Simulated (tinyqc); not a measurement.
## On-chip interconnect, size-dependent resistivity and RC delay: delay against the space to the neighbouring lines

A rectangular line between two neighbours and two ground planes. Surface and grain-boundary scattering are added to the bulk resistivity as corrections; capacitances are parallel-plate values without fringing; inductance is ignored.

Metal width x = wd - 2 tl, height y = AR wd - tl; grain boundaries (Mayadas-Shatzkes): al = (lam/(gr x)) Rg/(1 - Rg), g = 1/[1 - 3 al/2 + 3 al^2 - 3 al^3 ln(1 + 1/al)] - 1; surfaces (Fuchs-Sondheimer, thick limit): s = (3/8) lam (1 - ps)(1/x + 1/y); rho = rho0 (1 + g + s); r = rho/(x y); c = eps0 ek (2 wd/hd + 2 Mf AR wd/sp). Elmore delay tE = Rd (c Lw + Cl) + r Lw (c Lw/2 + Cl); t50 is the time at which the far end of a ladder of 30 pi sections (half capacitances at both ends, Cl at the far end, a step applied through Rd) reaches half the step; line share r Lw/(Rd + r Lw); estimate 0.69 Rd (c Lw + Cl) + 0.38 r c Lw^2 + 0.69 r Lw Cl.

Parameters, values chosen for the exercise; metal values close to those of copper: bulk resistivity rho0 = 1.71 uohm cm; bulk mean free path lam = 39.1 nm; specular share of surface scattering ps = 0.2; reflection coefficient of grain boundaries Rg = 0.35; grain size over the metal width gr = 0.7; drawn line width wd = 99 nm; aspect ratio, height over width AR = 1.9; liner on both walls and the bottom, not conducting tl = 2.3 nm; dielectric height to the planes above and below hd = 110 nm; relative permittivity of the dielectric ek = 4.2; Miller factor of the neighbours Mf = 2; line length Lw = 150 um; driver resistance Rd = 3500 ohm; load capacitance Cl = 5 fF.

Constants: eps0 = 8.8541878128e-12 F/m. Results are converted to the units shown.

The same in every row: rho (uohm cm) = 2.803; r (ohm/um) = 1.598; line share of the resistance (%) = 6.410.

Result of one run:
```
sp (nm),c (fF/um),tE (ps),t50 (ps),estimate (ps)
130,0.2822,171.9,119.8,119.0
```

What becomes of these results when the space to the neighbouring lines sp is changed from 130 to 50 nm, all else the same?

Result of the changed run:
```
sp (nm),c (fF/um),tE (ps),t50 (ps),estimate (ps)
50,0.6265,358.9,250.0,248.4
```

The whole series:
```
sp (nm),c (fF/um),tE (ps),t50 (ps),estimate (ps)
50,0.6265,358.9,250.0,248.4
69,0.4724,275.2,191.8,190.5
96,0.3584,213.3,148.6,147.6
130,0.2822,171.9,119.8,119.0
180,0.2224,139.4,97.17,96.50
260,0.1746,113.5,79.08,78.52
360,0.1447,97.25,67.77,67.28
500,0.1229,85.43,59.54,59.10
```

As sp goes from 50 to 500, r stays at 1.60 ohm/um, c falls from 0.627 to 0.123 fF/um and t50 falls from 250 to 59.5 ps. t50/tE stays at 0.697, and the estimate is within 0.73 % of t50.

tinyqc, about 0.01 s, one thread, Intel Xeon 2.30GHz (shared host): `OMP_NUM_THREADS=1 python tinyqc.py 2100109 2100110 out.jsonl`
